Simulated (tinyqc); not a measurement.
Inside a calculation. Method: RKS/PBE0 in the 6-31g basis, for H2, spin multiplicity 1. One step of it, computed by the program tinyqc.

Question. Iteration 2: diagonalisation and new density. Diagonalise F' = X^T F X, C = X C', fill 1 alpha and 1 beta electrons from the bottom; D = 2 C_occ C_occ^T; the new density keeps 0.3 of the old one (damping). Each column has its largest component positive (the first on a tie).

Kohn-Sham matrix F (hartree), lower triangle:
```
           1H 1s      1H 2s      2H 1s      2H 2s
1H 1s   0.049075
1H 2s  -0.335225  -0.224591
2H 1s  -0.212657  -0.255415   0.049075
2H 2s  -0.255415  -0.238697  -0.335225  -0.224591
```

X, lower triangle:
```
           1H 1s      1H 2s      2H 1s     2H 2s
1H 1s   1.253097
1H 2s  -0.500656   1.551928
2H 1s   0.003525   0.023373   1.253097
2H 2s   0.023373  -0.541678  -0.500656  1.551928
```

D after iteration 1, lower triangle:
```
          1H 1s     1H 2s     2H 1s     2H 2s
1H 1s  0.135850
1H 2s  0.190953  0.278019
2H 1s  0.135850  0.190953  0.135850
2H 2s  0.190953  0.278019  0.190953  0.278019
```

overlap S, lower triangle:
```
          1H 1s     1H 2s     2H 1s     2H 2s
1H 1s  1.000000
1H 2s  0.658292  1.000000
2H 1s  0.150449  0.338753  1.000000
2H 2s  0.338753  0.665119  0.658292  1.000000
```

Give: F' = X^T F X; orbital energies; coefficients C; D after iteration 2.

Answer.

F' = X^T F X (hartree), lower triangle:
```
         1        2        3       4
1   0.4309
2  -0.4902   0.1842
3  -0.0862  -0.0726   0.4309
4  -0.0726  -0.1247  -0.4902  0.1842
```

orbital energies (hartree): MO1 -0.3786, MO2 -0.0174, MO3 0.7827, MO4 0.8433

coefficients C:
```
          MO1      MO2      MO3      MO4
1H 1s  0.2794   0.2520   0.9085  -0.9244
1H 2s  0.3565   0.9385  -0.7051   1.2034
2H 1s  0.2794  -0.2520   0.9085   0.9244
2H 2s  0.3565  -0.9385  -0.7051  -1.2034
```

D after iteration 2, lower triangle:
```
        1H 1s   1H 2s   2H 1s   2H 2s
1H 1s  0.1501
1H 2s  0.1967  0.2613
2H 1s  0.1501  0.1967  0.1501
2H 2s  0.1967  0.2613  0.1967  0.2613
```
